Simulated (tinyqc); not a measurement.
Inside a calculation. Method: Jacobi rotations on a symmetric matrix. Computed by tinyqc, a small Python program that keeps every step. Settings: method = jacobi. Command: `OMP_NUM_THREADS=1 python tinyqc.py 25304 25305 out.jsonl` (the two numbers bound the seeds that draw the settings). One thread of a shared host (Intel(R) Xeon(R) Processor @ 2.60GHz), about 0.01 s of CPU time with the checks.

## Jacobi rotation 1

A:
```
           1          2          3
1   0.345000  -0.319000  -0.107000
2  -0.319000   0.388000  -0.646000
3  -0.107000  -0.646000   1.078000
```

Take the largest off-diagonal element A_pq; tan 2 theta = 2 A_pq / (A_qq - A_pp) with |theta| <= pi/4; A' = J^T A J with J_pp = J_qq = cos, J_pq = sin, J_qp = -sin.

p, q, theta (rad): 2.000000  3.000000  -0.540138

A':
```
           1          2         3
1   0.345000  -0.328612  0.072280
2  -0.328612   0.000647  0.000000
3   0.072280   0.000000  1.465353
```

## Jacobi rotation 2

As before.

p, q, theta (rad): 1.000000  2.000000  0.544086

A':
```
          1          2         3
1  0.543809   0.000000  0.061843
2  0.000000  -0.198162  0.037415
3  0.061843   0.037415  1.465353
```

## Jacobi rotation 3

As before.

p, q, theta (rad): 1.000000  3.000000  0.066709

A':
```
           1          2         3
1   0.539678  -0.002494  0.000000
2  -0.002494  -0.198162  0.037332
3   0.000000   0.037332  1.469485
```

## All rotations

The off-diagonal norm falls at every rotation.

Rotations:
```
step  p  q      theta  off-diagonal norm
1     2  3  -0.540138           4.76e-01
2     1  2   0.544086           1.02e-01
3     1  3   0.066709           5.29e-02
4     2  3   0.022371           3.53e-03
5     1  2   0.003375           7.89e-05
6     1  3  -0.000060           2.66e-07
7     2  3  -1.13e-07           1.60e-11
```

eigenvalues: -0.199006  0.539686  1.470320
